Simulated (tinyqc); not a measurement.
Worked calculation: plane-wave Kohn-Sham cycle with exchange-only LDA in a layered model solid. One step of it, computed by the program tinyqc.

Task: Iteration 1: levels at that k. Diagonalise the Hermitian matrix.

H (hartree), lower triangle:
```
,-3,-2,-1,+0,+1,+2,+3
-3,0.465782
-2,-0.240000,0.025262
-1,0.045000,-0.240000,-0.219471
+0,0.000000,0.045000,-0.240000,-0.268418
+1,0.000000,0.000000,0.045000,-0.240000,-0.121578
+2,0.000000,0.000000,0.000000,0.045000,-0.240000,0.221049
+3,0.000000,0.000000,0.000000,0.000000,0.045000,-0.240000,0.759462
```

Give: eigenvalues.

Result:

eigenvalues (hartree): -0.5670  -0.3520  -0.1161  0.1136  0.3096  0.6028  0.8711
